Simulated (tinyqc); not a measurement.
First phase against the interface composition: thermodynamics of metal silicides: hull, first phase, silicon consumed, nucleation and stability against SiO2. Computed by tinyqc, a small Python program. Command: `OMP_NUM_THREADS=1 python tinyqc.py 3031907 3031908 out.jsonl silphase walk`. One thread of a shared host (Intel(R) Xeon(R) Processor @ 2.30GHz), about 0.01 s of CPU time with the checks.

Entropies of formation of the solids are neglected, so heats stand for free energies. Si fractions: M2Si 0.3333, MSi 0.5000, MSi2 0.6667.

Inputs (values chosen for the exercise, for a model metal): heat of formation of M2Si = -52.7 kJ/mol atoms; heat of formation of MSi = -54.7 kJ/mol atoms; heat of formation of MSi2 = -27 kJ/mol atoms.

Phases: M2Si, MSi, MSi2.

Method. Effective heat of formation: at the interface the mixture has the Si fraction x_e; the limiting element scales the heat, H_eff = H x_e/x if x_e < x, H (1 - x_e)/(1 - x) otherwise. The rule names the most negative as the first phase; its restriction to congruently melting phases is left out here.

H_eff (kJ/mol atoms):
```
x_e       M2Si      MSi    MSi2  first phase
0.10  -15.8100  -10.940   -4.05         M2Si
0.20  -31.6200  -21.880   -8.10         M2Si
0.30  -47.4300  -32.820  -12.15         M2Si
0.36  -50.5920  -39.384  -14.58         M2Si
0.42  -45.8490  -45.948  -17.01          MSi
0.48  -41.1060  -52.512  -19.44          MSi
0.54  -36.3630  -50.324  -21.87          MSi
0.60  -31.6200  -43.760  -24.30          MSi
0.66  -26.8770  -37.196  -26.73          MSi
0.75  -19.7625  -27.350  -20.25          MSi
```

Each phase is a triangle with its apex at its own composition. In order of x_e the first phase is M2Si, then MSi. On either side of all three the ranking is that of H/x (Si-poor) or H/(1 - x) (Si-rich).
